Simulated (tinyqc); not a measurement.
# Threshold switch as oscillator and as selector in a crossbar, step by step

Computed by the program tinyqc: `OMP_NUM_THREADS=1 python tinyqc.py 2490028 2490029 out.jsonl`, one thread of a shared Intel Xeon 2.30GHz, about 0.01 s for the whole run. Printed values are rounded.

Off state: I = Ith sinh(V/V0)/sinh(Vth/V0) up to Vth. On state: V = Vh + I Ron down to the holding current Ih, at Vl = Vh + Ih Ron. Switching is instantaneous.

Parameters, values chosen for the exercise; values of the order of Ge-Sb-Te and related chalcogenides:
- Vth = 2.2 V (threshold voltage)
- Vh = 0.75 V (holding voltage)
- Ron = 2 kohm (on-state resistance)
- Ith = 0.13 uA (current at threshold)
- V0 = 0.28 V (voltage scale of the off-state sinh)
- Ih = 37 uA (holding current)
- C = 54 fF (capacitance across the switch)
- N = 512 (rows and columns of the array)
- Vs = 2.8 V (supply voltage)
- RL = 160 kohm (load resistance)

Range of the model: Delay times, drift of Vth and line resistance are left out.

## Relaxation oscillation

With a load RL from Vs and C across the switch, it oscillates if the load line misses both branches: (Vs - Vl)/Ih < RL < (Vs - Vth)/Ith. Charging without leakage takes RL C ln[(Vs - Vl)/(Vs - Vth)]; discharging takes (RL || Ron) C ln[(Vth - Ve)/(Vl - Ve)], Ve = (Vs Ron + Vh RL)/(Ron + RL).

Vl = 0.824 V
smallest RL = 53.40541 kohm
largest RL = 4615.385 kohm
charging time = 10.29802 ns
Ve = 0.7753086 V
discharging time = 0.3601290 ns
frequency = 93.82494 MHz

With the off-state leakage included the charging takes 10.38 ns, 0.79 % above this value.

## Leakage in a crossbar

In an N x N array driven at Vs, the V/2 scheme puts Vs/2 on 2 (N - 1) cells; the V/3 scheme puts Vs/3 on all N^2 - 1 others, N - 1 of them on the selected row. Row leakage is (N - 1) I; wasted power is the number of cells times V I.

I at Vs/2 = 7.465903 nA
row leakage, V/2 = 3.815076 uA
wasted power, V/2 = 10.68221 uW
I at Vs/3 = 1.408396 nA
row leakage, V/3 = 0.7196905 uA
wasted power, V/3 = 344.5878 uW

The V/3 scheme cuts the row leakage by 5.30 and raises the wasted power by a factor of 32.3.
